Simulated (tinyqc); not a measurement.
One-sided p+-n junction, ionisation integral and breakdown: one step of the calculation.

A p+ layer at x < 0 and an n drift layer from x = 0. Depletion approximation, built-in voltage neglected. Local ionisation coefficients alpha_n = an exp(-(bn/E)^mx), alpha_p = ap exp(-(bp/E)^mx). Electrons move towards +x, holes towards x = 0.

Question. Field and ionisation coefficients on a grid. W = sqrt(2 eps0 eps_r V/(q N)), peak field E0 = q N W/(eps0 eps_r), falling linearly to 0 at W. Grid: 13 equal steps from 0 to fr W.

Inputs (values chosen for the exercise); material values close to those of silicon: relative permittivity eps_r = 11.5; prefactor of the electron ionisation coefficient an = 7.51e5 1/cm; field constant for electrons bn = 1.21e6 V/cm; prefactor of the hole ionisation coefficient ap = 1.55e6 1/cm; field constant for holes bp = 1.97e6 V/cm; exponent mx = 1; donor density of the drift layer N = 1.1e16 cm^-3; reverse voltage V = 39.8 V; share of the depleted width that the grid covers fr = 0.4.

Constants: q = 1.602176634e-19 C, eps0 = 8.8541878128e-14 F/cm where lengths are in cm. Results are converted to the units shown.

Find: W; x; E; alpha_n; alpha_p.

Answer.

W = 2.145 um
x, point 0 to 13 (um): [0.0000, 0.0660, 0.1320, 0.1980, 0.2639, 0.3299, 0.3959, 0.4619, 0.5279, 0.5939, 0.6598, 0.7258, 0.7918, 0.8578]
E, point 0 to 13 (kV/cm): [371.2, 359.8, 348.3, 336.9, 325.5, 314.1, 302.7, 291.2, 279.8, 268.4, 257.0, 245.5, 234.1, 222.7]
alpha_n, point 0 to 13 (1/cm): [2.883e4, 2.600e4, 2.328e4, 2.070e4, 1.825e4, 1.594e4, 1.378e4, 1.178e4, 9945, 8274, 6771, 5440, 4277, 3281]
alpha_p, point 0 to 13 (1/cm): [7680, 6489, 5423, 4477, 3646, 2926, 2309, 1789, 1357, 1006, 726.0, 508.2, 343.6, 223.2]

Numbers from tinyqc (`OMP_NUM_THREADS=1 python tinyqc.py 2120008 2120009 out.jsonl`; about 0.03 s on one thread of a shared Intel Xeon 2.30GHz).
